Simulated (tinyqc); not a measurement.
CIS and TDHF on RHF in the sto-3g basis, for H3+, spin multiplicity 1, step by step. One step of it, computed by the program tinyqc.

Question. CIS matrix, singlets. A(ia,jb) = (e_a - e_i) d_ij d_ab + 2 (ia|jb) - (ij|ab).

orbital energies (hartree): MO1 -1.019747, MO2 -0.324502, MO3 0.322131

Two-electron integrals over orbitals (pq|rs), unique and non-zero (hartree):
```
(11|11) 0.584819    (21|11) -0.002897   (21|21) 0.145689    (22|11) 0.501293
(22|21) 0.004100    (22|22) 0.550189    (31|11) 0.094953    (31|21) 0.000973
(31|22) -0.034843   (31|31) 0.134009    (32|11) 0.001574    (32|21) -0.136931
(32|22) -0.004257   (32|31) -0.002359   (32|32) 0.153255    (33|11) 0.589607
(33|21) -0.004241   (33|22) 0.527722    (33|31) 0.087232    (33|32) 0.003309
(33|33) 0.631751
```

Give: CIS matrix A, singlet.

Answer.

CIS matrix A, singlet (hartree):
```
       1>2    1>3
1>2  0.485  0.000
1>3  0.000  1.020
```
